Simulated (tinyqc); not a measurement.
What moves the results: donors on two lattice sites with valley-orbit split states. A value that a table varies takes the place of the one given here.

Each donor binds at most one electron, in any of its states. For a site s, W_s = sum over its states of g exp(E/kT), and the ionised share is 1/(1 + W_s exp(eta)), eta = (EF - Ec)/kT; n = Nc F_1/2(eta); neutrality n + NA = ND x (mean ionised share, the two sites in equal numbers); holes are neglected. Nc from N = 2 (m kB T/(4 pi c))^(3/2) with c = hbar^2/2m0, in 1/angstrom^3; times 1e24 for 1/cm^3, m = md. F_j(eta) = (1/Gamma(j + 1)) integral_0^infinity x^j dx/(1 + exp(x - eta)), which tends to exp(eta) for eta << 0.

Mobility (Caughey-Thomas form): mu = mu0 + (mu1 (T/300)^(-ga) - mu0)/(1 + ((ND + NA)/Nr)^de); rho = 1/(e n mu), e = 1.602176634e-19 C.

Constants: hbar^2/2m0 = 3.80998211 eV angstrom^2; kB = 8.617333262e-05 eV/K.

Inputs chosen for the exercise (near those of nitrogen in 4H-SiC; the results hold for these values, not for the real material):
```
symbol  value                      unit        meaning
md      0.84                       m0          density-of-states mass of the conduction band
E       (58.5, 51.6, 130.4, 84.6)  meV         binding energies of h ground, h excited, k ground, k excited
g       (2, 4, 2, 4)                           their degeneracies with spin
ND      1.2e+16                    1/cm^3      donors, half on each site
NA      0                          1/cm^3      compensating acceptors, all ionised
T       400                        K
mu0     36                         cm^2/(V s)  mobility at heavy doping
mu1     907                        cm^2/(V s)  mobility at light doping and 300 K
Nr      1.8e+17                    1/cm^3      reference doping
de      0.61                                   doping exponent
ga      2.4                                    temperature exponent
```

## What the excited states change

The last columns keep only the ground state of each site (g = 2).

Results:
```
T (K)  effective degeneracy, h site     eta  n (1/cm^3)  n, ground states only  ratio
40                             2.54  -11.48    9.72e+12               1.10e+13  0.887
60                             3.05   -9.06    2.00e+14               2.46e+14  0.813
80                             3.47   -7.99    8.98e+14               1.15e+15  0.779
110                            3.93   -7.36    2.73e+15               3.41e+15  0.801
150                            4.35   -7.25    4.83e+15               5.39e+15  0.897
200                            4.68   -7.31    7.01e+15               7.38e+15  0.951
250                            4.90   -7.36    9.33e+15               9.72e+15  0.959
300                            5.06   -7.50    1.07e+16               1.10e+16  0.972
400                            5.27   -7.85    1.16e+16               1.18e+16  0.988
500                            5.41   -8.16    1.18e+16               1.19e+16  0.994
```

The effective degeneracy grows from 2.54 to 5.41. Excited states hold electrons back, so the ratio is never above 1; it is lowest, 0.779, at 80 K of those listed, and 0.972 at 300 K. At low T the excited states empty out, and at high T more donors are ionised (n is 99 % of ND - NA in the last row), so the effect is largest in between.

## Ionisation and resistivity against doping

NA = 0.

Results:
```
ND (1/cm^3)  n (1/cm^3)   n/ND  mu (cm^2/(V s))  rho (ohm cm)  rho at full ionisation
1.0e+14        1.00e+14  1.000              450           139                     139
1.0e+15        9.97e+14  0.997              438          14.3                    14.3
1.0e+16        9.74e+15  0.974              393          1.63                    1.59
3.0e+16        2.79e+16  0.931              350         0.639                   0.595
1.0e+17        8.27e+16  0.827              283         0.267                   0.221
3.0e+17        2.03e+17  0.678              213         0.144                  0.0977
1.0e+18        4.92e+17  0.492              145        0.0875                  0.0431
2.0e+18        7.84e+17  0.392              114        0.0696                  0.0273
```

From 1e16 to 1e18 1/cm^3 rho falls by a factor 18.6, not 100: the mobility takes a factor 2.72 and incomplete ionisation 1.98. n/ND is below 0.9 from 1e+17 1/cm^3 on. Near 1e19 1/cm^3 and above the levels merge with the band, and already below that screening lowers the binding energy, so the last rows understate n.

## Compensation sets the slope of the freeze-out

NA = K ND. The slope energy is -d ln(n T^(-p))/d(1/kT) between 50 and 60 K, with p = 3/4 for K = 0 and p = 3/2 otherwise.

Results:
```
K       n(50 K) (1/cm^3)  n(60 K) (1/cm^3)  slope energy (meV)
0               5.94e+13          2.00e+14               27.85
0.0010          5.37e+13          1.94e+14               26.15
0.010           2.41e+13          1.48e+14               39.76
0.050           5.30e+12          5.62e+13               53.99
0.20            8.91e+11          1.03e+13               56.15
0.50            1.67e+08          8.14e+09               93.34
```

Without acceptors the slope is 27.85 meV, against half the h-site ground-state energy, 29.25; with K = 0.05 it is 53.99 meV, against the full 58.5. The full energy (less a few meV where excited levels lie within a few kT) shows where n is far below NA, since the acceptors then hold EF near the donor level: n(60 K)/NA is 16 for K = 0.001 and 0.094 for K = 0.05; for K = 0.001 the sample is still in or near the uncompensated regime, where p = 3/2 is the wrong power, so that slope means little. At K = 0.5 the acceptors have taken as many electrons as there are h sites, EF sits between the two levels, and the slope is 93.3 meV against their mean of 94.5.

## What moves the carrier density

All results formed anew. Each row changes one parameter from the base and keeps the others.

Results:
```
case                                  eta  n (1/cm^3)  rho (ohm cm)
base                               -7.846   1.163e+16         1.385
E = (63.5, 51.6, 130.4, 84.6) meV  -7.847   1.163e+16         1.385
md = 0.924 m0                      -7.985   1.168e+16         1.380
ND = 2.4e+16 1/cm^3                -7.181   2.263e+16        0.7663
NA = 1.2e+15 1/cm^3                -7.952   1.047e+16         1.553
T = 430 K                          -7.947   1.173e+16         1.630
Nr = 3.6e+17 1/cm^3                -7.846   1.163e+16         1.315
```

The largest shifts from the base row, up to three for each result and ties (the steps differ in size, so this ranks the rows, not the parameters). eta: ND +0.665, md -0.139, NA -0.106; unchanged at the printed digits by Nr. n (1/cm^3): ND +1.10e+16, NA -1.16e+15, T +9.40e+13; unchanged at the printed digits by E and Nr. rho (ohm cm): ND -0.619, T +0.245, NA +0.168; unchanged at the printed digits by E.

Run: tinyqc, `OMP_NUM_THREADS=1 python tinyqc.py 1652249 1652250 out.jsonl`; Intel(R) Xeon(R) Processor @ 2.30GHz, one thread, shared host; about 0.01 s of CPU time with all checks.
